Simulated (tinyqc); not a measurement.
# Two-diode model of a solar cell, step by step

Program tinyqc, `OMP_NUM_THREADS=1 python tinyqc.py 2280020 2280021 out.jsonl`; Intel Xeon 2.30GHz, shared host, one thread, about 0.01 s. Printed values are rounded.

J is the current delivered and Vj = V + J Rs the junction voltage. J = X JL - J01 (exp(Vj/(n1 Vt)) - 1) - J02 (exp(Vj/(2 Vt)) - 1) - Vj/Rp. The photocurrent does not depend on voltage.

Parameters, values chosen for the exercise; values of the order met in cells of a lead-halide perovskite:
- T = 298.15 K (temperature)
- JL = 22.1 mA/cm^2 (photocurrent at one sun)
- X = 10 suns (concentration)
- J01 = 6.9e-22 A/cm^2 (saturation current of the first diode)
- n1 = 1 (ideality factor of the first diode)
- Rs = 0 ohm cm^2 (series resistance)
- Rp = 300 ohm cm^2 (shunt resistance)
- Pin = 100 mW/cm^2 (incident power at one sun)
- J02 = 4.5e-11 A/cm^2 (saturation current of the second diode (ideality 2))

Constants: q = 1.602176634e-19 C, kB = 1.380649e-23 J/K, Vt = kB T/q. Results are converted to the units shown.

## Starting value

Vj = 1 V.

Vj at the start = 1 V

## Iteration 1: new Vj

Maximum power: dP/dVj = f = J (1 + 2 Rs G) - G Vj = 0. G = -dJ/dVj = J01 exp(Vj/(n1 Vt))/(n1 Vt) + J02 exp(Vj/(2 Vt))/(2 Vt) + 1/Rp. H = dG/dVj; f' = -2 G - 2 Rs G^2 + (2 Rs J - Vj) H; Vj(new) = Vj - f/f'.

J = 204.877 mA/cm^2
G = 0.253297 S/cm^2
H = 4.90636 S/(cm^2 V)
f = -48.4194 mA/cm^2
f' = -5.41295 S/cm^2
Vj after iteration 1 = 0.991055 V

## Iteration 2: new Vj

As before.

J = 206.958 mA/cm^2
G = 0.213072 S/cm^2
H = 4.11124 S/(cm^2 V)
f = -4.20757 mA/cm^2
f' = -4.50060 S/cm^2
Vj after iteration 2 = 0.990120 V

## Course of the iteration

Stop when the step is below 1e-10 V, or after 60 iterations.

Course of the iteration:
```
iteration	Vj before the step (V)	step (V)
1	1	-8.95e-3
2	0.991055	-9.35e-4
3	0.990120	-9.12e-6
4	0.990111	-8.58e-10
5	0.990111	< 1e-15
```

Converged in 5 iterations.

## Figures of merit

Jsc at V = 0, Voc at J = 0, the maximum power point where J (1 + 2 Rs G) = G Vj with G = -dJ/dVj; FF = Vmp Jmp/(Voc Jsc); efficiency Vmp Jmp/(X Pin). Empirical fill factor without parasitics FF0 = (v - ln(v + 0.72))/(v + 1), v = Voc/(n1 Vt).

Jsc = 221 mA/cm^2
Voc = 1.14232 V
Vmp = 0.990111 V
Jmp = 207.157 mA/cm^2
FF = 0.812467
efficiency = 20.5109 %
FF0 = 0.894180

FF is 9.1 % below FF0. Removing one loss at a time changes the efficiency by: second diode +3.17, shunt +0.33 points.
